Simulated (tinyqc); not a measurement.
Thickness from two neighbouring fringes.

Question. At normal incidence a transparent film with an index between those of air and substrate, taken as constant, has reflectance minima at 2 n1 d = (m + 1/2) lam (small phase shifts at the substrate neglected). Find d and the order m of the shorter wavelength.

Parameters, values chosen for the exercise: index of the transparent film n1 = 1.448.

wavelengths of two neighbouring reflectance minima (nm): [445, 525.90909]

Answer. Neighbouring orders differ by one: 2 n1 d (1/lam1 - 1/lam2) = 1.

d = 998.8 nm
m = 6

tinyqc, about 0.5 s, one thread, Intel Xeon 2.30GHz (shared host): `OMP_NUM_THREADS=1 python tinyqc.py 2870128 2870129 out.jsonl`
